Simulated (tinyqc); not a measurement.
Inside a calculation. Model: Keating valence-force model of a tetrahedral crystal. Computed by tinyqc, a small Python program that keeps every step. Command: `OMP_NUM_THREADS=1 python tinyqc.py 3008433 3008434 out.jsonl keating walk`. One thread of a shared host (Intel(R) Xeon(R) Processor @ 2.30GHz), about 0.03 s of CPU time with the checks. Intermediate numbers are printed to about 7 digits and carried at full precision; extremes and crossings named in words are read from the listed rows.

Atom A sits at 0 and atom B at a/4 (1,1,1) of an fcc lattice; the four bonds from A are t = a/4 (1,1,1), a/4 (1,-1,-1), a/4 (-1,1,-1), a/4 (-1,-1,1), of length d = sqrt(3) a/4. Energy: E = (3 alpha/(8 d^2)) sum over bonds (r.r - d^2)^2 + (3 beta/(8 d^2)) sum over pairs of bonds at one atom (r_i.r_j + d^2/3)^2, with beta_A for the six pairs at A and beta_B for the six at B. The cell holds two atoms, Omega = a^3/4. 1 N/m = 1 J/m^2. With constants fitted to the elastic moduli this model puts optical and zone-boundary frequencies of real crystals too high, by up to about 20 % in elemental crystals and up to about 50 % in compounds, and mostly by more for TA modes; in compounds the lattice part of the static dielectric constant then comes out too low.

Inputs (values chosen for the exercise, modelled on gallium arsenide):

| quantity | value | unit |
|---|---|---|
| lattice constant a | 5.653 | angstrom |
| mass M_A | 69.72 | u |
| mass M_B | 74.92 | u |
| bond stretching alpha | 40.4 | N/m |
| bond bending beta_A | 8.37 | N/m |
| bond bending beta_B | 8.31 | N/m |
| Born charge Z* | 2.26 | e |
| eps_inf | 10.9 | - |
| mesh divisions n | 8 | - |
| temperature T | 150 | K |

Structure: zinc blende.

wave vector q (2 pi/a): 0.55  0.37  0.24

Constants: 1 eV/angstrom^2 = 16.02176634 J/m^2; nu for 1 eV/(angstrom^2 u) = 15.6333042 THz; 1 THz = 33.35640952 1/cm; e^2/(4 pi eps_0) = 14.39964548 eV angstrom; u = 1.6605390666e-27 kg; h x 1 THz = 4.135667696 meV; k_B = 8.617333262e-05 eV/K.

## Dynamical matrix at q

With displacements u exp(i q.r), each bracket changes by g.u, where g = (g_A, g_B): bond t, g = (-2 t, 2 t exp(i q.t)); pair (i, j) at A, g = (-(t_i + t_j), t_i exp(i q.t_j) + t_j exp(i q.t_i)); pair at B, g = (-t_i exp(-i q.t_j) - t_j exp(-i q.t_i), t_i + t_j). Then D_mn = sum over the 4 bonds and 12 pairs of (4 k/a^2) conj(g_m) g_n / sqrt(M_m M_n), with k = alpha or beta converted to eV/angstrom^2. Only the short-range forces enter; the Coulomb field of the charges is left out.

D(q) (eV/(angstrom^2 u)), lower triangle (Hermitian):
```
                       A x                    A y                    A z                   B x
A x              0.1854367
A y   0.0067434-0.0028192i              0.1794325
A z   0.0050299-0.0060451i   0.0046737-0.0024381i              0.1802048
B x  -0.0849741-0.0258755i   0.0429883+0.0221300i   0.0259109+0.0367155i             0.1726393
B y   0.0429883+0.0221300i  -0.0849741-0.0258755i   0.0145367+0.0654434i  0.0063207+0.0026424i
B z   0.0259109+0.0367155i   0.0145367+0.0654434i  -0.0849741-0.0258755i  0.0047146+0.0056661i

                      B y        B z
B y             0.1670115
B z  0.0043807+0.0022853i  0.1677354
```

## Frequencies at q

Diagonalise the Hermitian matrix D. An eigenvalue lambda of D in eV/(angstrom^2 u) gives nu = 15.6333042 THz x sqrt(lambda). The weight on A is the sum of |e|^2 over the three components of atom A.

frequencies (THz): 2.685778  3.063024  5.449961  7.732709  8.660296  8.725156

weights on atom A: 0.4782093  0.4768954  0.4478100  0.5512088  0.5221293  0.5237472

The top mode has 52 % of its weight on A, the lighter atom.

## Elastic constants and internal strain

beta = (beta_A + beta_B)/2; C11 = (alpha + 3 beta)/a, C12 = (alpha - beta)/a, C44 = 4 alpha beta/(a (alpha + beta)); with the two sublattices clamped C44(0) = (alpha + beta)/a; internal-strain parameter zeta = (alpha - beta)/(alpha + beta); B = (C11 + 2 C12)/3.

C11 = 115.7262 GPa

C12 = 56.71325 GPa

C44 = 48.91509 GPa

clamped C44(0) = 86.21971 GPa

internal-strain parameter zeta = 0.6577760

bulk modulus B = 76.38422 GPa

Letting the sublattices shift lowers C44 by 43 %, which is zeta^2. A shear is shared between bond lengths and angles. The model fixes 2 C44 (C11 + C12)/((C11 - C12)(C11 + 3 C12)) = 1.000 whatever alpha and beta are.

## Optical mode at the zone centre

beta = (beta_A + beta_B)/2; mu = M_A M_B/(M_A + M_B); lambda = 4 (alpha + beta)/mu with the springs in eV/angstrom^2; nu = 15.6333042 THz x sqrt(lambda).

reduced mass mu = 36.11326 u

nu_TO at G = 9.074756 THz

the same as a wavenumber = 302.7013 1/cm

## LO-TO splitting

The long-range field adds 4 pi Z*^2 (e^2/(4 pi eps_0))/(eps_inf Omega mu) to lambda for the longitudinal mode at q -> 0; lambda = (nu/15.6333042 THz)^2; eps_0 = eps_inf (nu_LO/nu_TO)^2 (Lyddane-Sachs-Teller; here eps_0 is the static dielectric constant).

nu_LO at G = 9.749730 THz

static dielectric constant = 12.58177

The splitting is 7.4 % of nu_TO, and the lattice adds 1.68 to the dielectric constant.

## Frequencies at the zone boundary

The formulas are those given above.

Frequencies (THz) at points given in 2 pi/a:

| point | nu 1 | nu 2 | nu 3 | nu 4 | nu 5 | nu 6 |
|---|---|---|---|---|---|---|
| X (1, 0, 0) | 3.750779 | 3.750779 | 6.819975 | 7.066018 | 8.263345 | 8.263345 |
| L (0.5, 0.5, 0.5) | 2.652470 | 2.652470 | 6.305563 | 7.290965 | 8.678456 | 8.678456 |
| W (1, 0.5, 0) | 4.155208 | 4.177151 | 6.300419 | 6.531150 | 8.468730 | 8.506358 |
| K (0.75, 0.75, 0) | 3.465388 | 4.500949 | 6.234893 | 6.793223 | 8.387031 | 8.556248 |

At X the two longitudinal modes are split (6.82 and 7.07 THz) because each moves one sublattice alone.

## Lowest frequency at X

Take the lowest frequency at X = (1, 0, 0) 2 pi/a, the transverse acoustic (TA) mode.

TA frequency at X = 3.750779 THz

## Transverse acoustic branch against its sound line

The sound line is nu = v q/(2 pi) with v = sqrt(C44/rho), rho = (M_A + M_B)/Omega; the clamped line uses C44(0).

Frequencies (THz) along G-X:

| q (2 pi/a) | lowest branch | sound line, relaxed C44 | sound line, clamped C44(0) | third-lowest frequency | highest frequency |
|---|---|---|---|---|---|
| 0.05 | 0.268087 | 0.268245 | 0.356134 | 0.412410 | 9.070796 |
| 0.15 | 0.800430 | 0.804736 | 1.068403 | 1.232740 | 9.039387 |
| 0.30 | 1.574439 | 1.609472 | 2.136807 | 2.435521 | 8.937133 |
| 0.45 | 2.292485 | 2.414208 | 3.205210 | 3.580129 | 8.780416 |
| 0.60 | 2.918107 | 3.218944 | 4.273614 | 4.641642 | 8.592779 |
| 0.75 | 3.403971 | 4.023680 | 5.342017 | 5.599357 | 8.412145 |
| 0.90 | 3.692985 | 4.828416 | 6.410421 | 6.433462 | 8.289334 |
| 1.00 | 3.750779 | 5.364907 | 7.122689 | 6.819975 | 8.263345 |

At small q the branch follows the relaxed line (0.999 of it, against 0.753 of the clamped one): in a long shear wave the sublattices shift against each other. At X it reaches 70 % of the relaxed line. Real tetrahedral semiconductors have flatter TA branches than a Keating model fitted to their elastic constants, which needs longer-ranged terms to mend.

## Thermal sums on a mesh

Mesh: q = sum_i (m_i + 1/2)/n b_i, m_i = 0..n-1, with b = [[-1, 1, 1], [1, -1, 1], [1, 1, -1]] in 2 pi/a; sums over the six modes are averaged over the n^3 points and halved, per atom. With x = h nu/(k_B T) and n = 1/(exp(x) - 1) for each mode: F = k_B T [x/2 + ln(1 - exp(-x))], U = k_B T x (n + 1/2), S/k_B = x n - ln(1 - exp(-x)), C/k_B = x^2 n (n + 1). The acoustic share counts the three lowest modes at each q; zero-point energy = sum h nu/2.

free energy F = 28.41819 meV/atom

entropy S = 1.801231 k_B/atom

heat capacity C = 2.170761 k_B/atom

acoustic share of C = 0.6037858

zero-point energy = 37.69540 meV/atom

C is 72 % of the classical value; the optical modes are partly excited.

Checks made by the program: slopes of the acoustic branches along [110] against C11, C12 and the relaxed C44 (relative difference 1e-06); zone-centre optical mode against D(q = 0) (relative difference below 1e-10); longitudinal modes at X against the diagonal of D (relative difference below 1e-10).
